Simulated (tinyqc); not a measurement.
Absorption edge of a degenerate semiconductor, band filling against gap narrowing: one step of the calculation.

n-type, parabolic bands, full ionisation. eta = (EF - Ec)/kB T solves N = Nc F12(eta), F12(x) = (2/sqrt(pi)) int_0^infinity sqrt(u)/(1 + exp(u - x)) du. The gap shrinks rigidly by dEg = a3 y^(1/3) + a4 y^(1/4) + a2 y^(1/2), y = N/1e18 cm^-3, an empirical law that is here taken as the true narrowing.

Problem. Fermi level. Newton step on ln F12(eta) = ln(N/Nc): eta(new) = eta - ln(Nc F12/N) F12/Fm, Fm(x) = dF12/dx = (1/sqrt(pi)) int_0^infinity u^(-1/2)/(1 + exp(u - x)) du.

Inputs (values chosen for the exercise): conduction-band density of states at 400 K, from me Nc = 6.66e17 cm^-3; ionised donor density N = 1.5e17 cm^-3.

eta at the start (Boltzmann value) = -1.4907

Wanted: F12; Fm; eta after iteration 1.

Solution.

F12 = 0.20920
Fm = 0.19487
eta after iteration 1 = -1.4115

Range of the model: Band tails, non-parabolic bands and incomplete ionisation are left out.

Numbers from tinyqc (`OMP_NUM_THREADS=1 python tinyqc.py 2330124 2330125 out.jsonl`; about 0.01 s on one thread of a shared Intel Xeon 2.30GHz).
